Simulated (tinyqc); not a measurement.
Worked calculation: averaged masses of warped heavy- and light-hole bands. Values are carried at full precision from step to step, so a last printed digit may differ when a step is redone from the rounded ones.

Constants: Ry = 13.60569312 eV; a0 (Bohr radius) = 0.5291772105 angstrom; kB = 8.617333262e-05 eV/K; hbar^2/2m0 = 3.80998211 eV angstrom^2.

Values chosen for the exercise (near those of InSb; shifted at random, so the results belong to these values and not to a real crystal): g1 = 34.55 (Luttinger gamma1); g2 = 15.45 (gamma2); g3 = 16.51 (gamma3); eps = 16.65 (dielectric constant); mso = 0.112 m0 (split-off mass); Dso = 0.811 eV (spin-orbit splitting); T = 400 K (temperature).

## Other forms of the parameters

Dresselhaus-Kip-Kittel form E = c [A k^2 -/+ sqrt(B^2 k^4 + C^2 (kx^2 ky^2 + ky^2 kz^2 + kz^2 kx^2))] with A = g1, B = 2 g2, C^2 = 12 (g3^2 - g2^2). Spherical form: mu = (6 g3 + 4 g2)/(5 g1), delta = (g3 - g2)/g1, masses 1/(g1 (1 -/+ mu)). Effective rydberg R* = Ry/(g1 eps^2) and radius a* = a0 g1 eps.

A, B, |C|: 34.550  30.900  20.163

mu, delta: 0.9312  0.0307

spherical masses, heavy and light (m0): 0.4205  0.0150

R* = 1.42 meV
a* = 304.4 angstrom

delta/mu = 0.03 measures the warping against the spherical splitting.

## Masses along six directions

Four-band hole energies E = c k^2 f(u), c = hbar^2/2m0, f = g1 -/+ 2 sqrt(g2^2 + 3 (g3^2 - g2^2) s), s = ux^2 uy^2 + uy^2 uz^2 + uz^2 ux^2 for the unit vector u; minus for heavy, plus for light holes; the mass along u is 1/f.

Give s and both masses.

Masses (m0):

| direction | s | heavy | light |
|---|---|---|---|
| [100] | 0.00000 | 0.2740 | 0.0153 |
| [110] | 0.25000 | 0.4885 | 0.0149 |
| [111] | 0.33333 | 0.6536 | 0.0148 |
| [310] | 0.09000 | 0.3264 | 0.0151 |
| [211] | 0.25000 | 0.4885 | 0.0149 |
| [321] | 0.25000 | 0.4885 | 0.0149 |

The heavy mass grows by a factor of 2.39 from [100] to [111] while the light one shrinks by 3 %; 1/m_heavy + 1/m_light = 2 g1 in every direction.

## Density-of-states masses from three directions

m_d^(3/2) is the angular mean of m(u)^(3/2). The rule mean = (10 F[100] + 16 F[110] + 9 F[111])/35 is exact for cubic harmonics up to sixth order. Total m_d = (m_h^(3/2) + m_l^(3/2))^(2/3).

m^(3/2):

| direction | heavy | light |
|---|---|---|
| [100] | 0.14340 | 0.00189 |
| [110] | 0.34144 | 0.00182 |
| [111] | 0.52840 | 0.00180 |

m_d heavy, light (m0): 0.4804  0.0150

total = 0.4821 m0
share of light holes = 0.5 %

## Averages on a grid

Grid: n x n midpoints in cos(theta) from 0 to 1 and phi from 0 to pi/2, equal weights. m_d = <f^(-3/2)>^(2/3). Conductivity mass for one scattering time: 1/m_c = <|w|^2 f^(-5/2)>/<f^(-3/2)> with w = grad_k(k^2 f)/(2 k), that is |w|^2 = f^2 + |angular gradient of f|^2/4.

Use n = 40.

m_d heavy, light (m0): 0.4505  0.0150

m_c heavy, light (m0): 0.3612  0.0150

The three-direction rule differs from the grid by +6.63 % for heavy holes. Warping makes m_c of the heavy holes 20 % smaller than m_d; on a sphere the two are equal.

## Effective density of states

Nv = 2 (kT/(4 pi c))^(3/2) [m_h^(3/2) + m_l^(3/2) + mso^(3/2) exp(-Dso/kT)], c = hbar^2/2m0, parabolic bands, m_h and m_l the density-of-states masses from the grid; 1 angstrom^-3 = 1e24 cm^-3.

prefactor = 3.8635e+19 cm^-3

the three terms: 0.30239  0.00183  0.00000

Nv = 1.175e+19 cm^-3

shares (%): 99.4  0.6  0.0

kT/Dso = 0.04, small enough for the four-band form.

## Checks

- m_d and m_c of heavy holes for g2 = g3 against 1/(g1 - 2 g3): they agree to 1e-10 or better.
- m_d of heavy holes on grids of 40 and 160: both 0.4505.

tinyqc: `OMP_NUM_THREADS=1 python tinyqc.py 1050475 1050476 out.jsonl`; about 0.01 s, one thread, shared Intel(R) Xeon(R) Processor @ 2.30GHz.
